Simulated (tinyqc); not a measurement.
Configuration-coordinate model of carrier capture at a defect, step by step. Values are carried at full precision from step to step, so a last printed digit may differ when a step is redone from the rounded ones.

Two parabolas of equal curvature k in one coordinate Q: with the carrier free at the band edge, U_f = k Q^2/2; with the carrier trapped, U_t = k (Q - dQ)^2/2 - ET. ER = k dQ^2/2, Huang-Rhys factor S = ER/hw, hw = 0.0646541 sqrt(k/M) eV for k in eV/angstrom^2 and M in u. The curves cross at a height Eb = (ER - ET)^2/(4 ER) above the free minimum.

Constants: kB = 8.617333262e-05 eV/K.

Parameters, chosen for this exercise (of the size met at a DX centre in AlGaAs; the results hold for these values, not for the real material):
- ET = 0.15 eV (thermal depth of the level below the band edge)
- ER = 0.91 eV (relaxation energy)
- hw = 0.014 eV (phonon energy of the mode)
- M = 28 u (mass of the mode)
- T = 250 K (temperature)
- nu = 1e+13 1/s (attempt rate)

## The two parabolas

Form S, k, dQ, the crossing point Qc = (ER - ET)/(k dQ), Eb, and the emission barrier Eb + ET.

S = 65.000
k = 1.3129 eV/angstrom^2
dQ = 1.1774 angstrom
Qc = 0.4917 angstrom

barriers (eV): capture 0.1587, emission 0.3087

ER > ET: the crossing lies between the two minima (large relaxation); at Q = 0 the trapped level lies above the band edge.

## Optical transitions

Vertical ionisation from the trapped minimum costs ET + ER; vertical capture from the free minimum releases ET - ER (none if negative); the band has a standard deviation sqrt(S hw^2 coth(hw/2kT)) with S = ER/hw, and a full width 2.35482 times that.

energies (eV): ionisation peak 1.060, zero-phonon 0.150, emission peak -0.760

coth(hw/2kT) = 3.1852
standard deviation = 0.2014 eV
full width = 0.4744 eV

Vertical capture would need energy: there is no luminescence peak (at most a tail of the broadened line), and a carrier freed by light must cross the barrier Eb to return or tunnel through it; where tunnelling is slow this gives persistent photoconductivity at low temperature. The optical peak exceeds the thermal depth by a factor 7.07.

## The multiphonon factor

Multiphonon factor for giving p = ET/hw phonons to the lattice: W = exp(-S (2 nb + 1)) ((nb + 1)/nb)^(p/2) I_p(x), nb = 1/(exp(hw/kT) - 1), x = 2 S sqrt(nb (nb + 1)), I_p the modified Bessel function. Classical limit: W = hw exp(-Eb/kT)/sqrt(4 pi ER kT). At T = 0: exp(-S) S^p/Gamma(p + 1).

Form p, nb, x and ln W, the classical ln W, and the capture time 1/(nu W).

p, nb, x: 10.7143  1.0926  196.5681

ln W: quantum -10.838, classical -10.934

capture time = 5.09e-09 s

The quantum factor is 1.1 times the classical one at kT/hw = 1.54: the two agree.

## Emission by detailed balance

For equal degeneracies and one band-edge state, emission time = capture time x exp(ET/kT).

ET/kT = 6.963
log10 of the emission time in s = -5.27

## Checks

- Ln W for the nearest whole p against the double Poisson sum over emitted and absorbed phonons: both -10.7613.

tinyqc: `OMP_NUM_THREADS=1 python tinyqc.py 1482501 1482502 out.jsonl`; about 0.01 s, one thread, shared Intel(R) Xeon(R) Processor @ 2.30GHz.
